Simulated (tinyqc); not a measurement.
Inside a calculation. Method: Rayleigh-quotient iteration on a symmetric matrix. One step of it, computed by the program tinyqc.

Problem. Step 1. solve (A - shift) w = v; v' = w/|w| with its largest component positive (the first on a tie); lambda = v'^T A v'; the next shift is lambda.

A, lower triangle:
```
,1,2,3
1,0.105000
2,0.725000,0.255000
3,-0.982000,-0.250000,1.241000
```

vector v at the start: 0.577350  0.577350  0.577350

shift = 0.320000

Give: vector after step 1; Rayleigh quotient after step 1.

Solution.

vector after step 1: 0.2714  0.8078  0.5233

Rayleigh quotient after step 1 = 0.3416
